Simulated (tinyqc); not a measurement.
Circular transfer-length structure: one step of the calculation.

A disc contact of radius r0 and a very wide ring contact from r1 = r0 + sp outwards lie on a thin layer; the metal has no resistance and the sheet resistance under the contacts equals Rsh.

Question. The three parts of the resistance. Transfer length Lt = sqrt(rc/Rsh). R = (Rsh/2 pi) [(Lt/r0) I0(r0/Lt)/I1(r0/Lt) + ln(r1/r0) + (Lt/r1) K0(r1/Lt)/K1(r1/Lt)] with modified Bessel functions; for r0 >> Lt both ratios tend to 1.

Parameters, values chosen for the exercise: sheet resistance of the semiconductor layer Rsh = 440 ohm/sq; specific contact resistivity rc = 8.1e-5 ohm cm^2; radius of the inner contact r0 = 130 um; gap between the contacts sp = 22 um.

Give: Lt; I0/I1; K0/K1; inner contact; gap; outer contact; R.

Answer.

Lt = 4.291 um
I0/I1 = 1.017
K0/K1 = 0.9862
inner contact = 2.350 ohm
gap = 10.95 ohm
outer contact = 1.949 ohm
R = 15.25 ohm

The contacts make up 28.2 % of R.

Computed by the program tinyqc: `OMP_NUM_THREADS=1 python tinyqc.py 2760006 2760007 out.jsonl`, one thread of a shared Intel Xeon 2.30GHz, about 0.01 s for the whole run.
